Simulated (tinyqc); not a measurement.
From one set of inputs to another, one input at a time: speciation in dilute and buffered hydrofluoric acid, oxide etch rate and bath loading. Computed by tinyqc, a small Python program. Command: `OMP_NUM_THREADS=1 python tinyqc.py 3120872 3120873 out.jsonl hfetch ladder`. One thread of a shared host (Intel(R) Xeon(R) Processor @ 2.30GHz), about 0.01 s of CPU time with the checks.

Concentrations stand for activities, NH4+ and Cl- are spectators, and water ionisation is neglected. H, F and HF2 denote the ions H+, F- and HF2-. The base temperature is 298 K.

The inputs printed are set A. Inputs not listed in the table keep their values of set A, so the rows need not describe a real material.

Inputs (values chosen for the exercise, of the order of those for thermal oxide at room temperature):
```
quantity                           value            unit
HF added                            0.17           mol/L
NH4F added                             0           mol/L
HCl added                              0           mol/L
K1 = [H][F]/[HF]                 0.00066           mol/L
K2 = [HF2]/([HF][F])                4.24           L/mol
K3 = [H2F2]/[HF]^2                  2.88           L/mol
rate constant of neutral HF k_a       11  nm L/(min mol)
rate constant of HF2 k_b              65  nm L/(min mol)
activation energy                   0.33              eV
temperature error                    2.3               K
oxide removed per wafer              9.9              nm
```

Constants: k_B = 8.617333262e-05 eV/K.

Method:
- Fluoride balance: [HF] + [F] + 2 [HF2] + 2 [H2F2] = HF added + NH4F added. Acid balance: [H] + [HF] + [HF2] + 2 [H2F2] = HF added + HCl added. For a trial [H], [HF] = [H][F]/K1, and the fluoride balance is a quadratic in [F].
- The root is refined to 1e-13 in pH = -log10 [H].
- Rate = k_a ([HF] + 2 [H2F2]) + k_b [HF2], an empirical two-term form.
- Time = oxide/rate; a temperature error changes the rate by exp((E_a/k_B)(1/298 - 1/(298 + error))) - 1.

Each row keeps all changes above it:
```
input moved                                          from        to  etch rate (nm/min)  [HF2] (mol/L)  share of HF2 in the rate (%)
set A                                                   -         -              1.9191      0.0028834                         9.766
rate constant of HF2 k_b (nm L/(min mol))              65        47              1.8672      0.0028834                         7.258
rate constant of neutral HF k_a (nm L/(min mol))       11        13              2.1821      0.0028834                         6.211
K1 = [H][F]/[HF] (mol/L)                          0.00066  0.000633              2.1827      0.0028283                         6.090
K3 = [H2F2]/[HF]^2 (L/mol)                           2.88         0              2.2144      0.0049486                        10.503
K2 = [HF2]/([HF][F]) (L/mol)                         4.24      4.05              2.2099      0.0047798                        10.166
```

Which inputs carry the difference?

Etch rate goes from 1.92 to 2.21, a factor 1.15 in all. The largest single move comes from rate constant of neutral HF k_a (a factor 1.17), and rate constant of HF2 k_b works against it (a factor 0.9730). [HF2] goes from 0.00288 to 0.00478, a factor 1.66 in all. The largest single move comes from K3 = [H2F2]/[HF]^2 (a factor 1.75). Share of HF2 in the rate goes from 9.77 to 10.2, a factor 1.04 in all. The largest single move comes from K3 = [H2F2]/[HF]^2 (a factor 1.72), and rate constant of HF2 k_b works against it (a factor 0.743). The single moves hold for this order of the switches; the total does not depend on the order.

Extremes, crossings and ranges named in words are read from the listed rows.
